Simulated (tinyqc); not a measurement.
## Ten-year voltage from two stress tests

Question. Lifetimes follow tau = t0 exp(B/Vd). Ten years are 3.15576e8 s. Find B, t0 and the drain voltage for ten years.

lifetimes at Vd = 4.4 and 4.9 V (s): 4.6e5  1.06717753e5

Answer. ln(tau) is linear in 1/Vd.

B = 63.0 V
t0 = 0.278 s
ten-year voltage = 3.02 V

Numbers from tinyqc (`OMP_NUM_THREADS=1 python tinyqc.py 2550138 2550139 out.jsonl`; about 0.01 s on one thread of a shared Intel Xeon 2.30GHz).
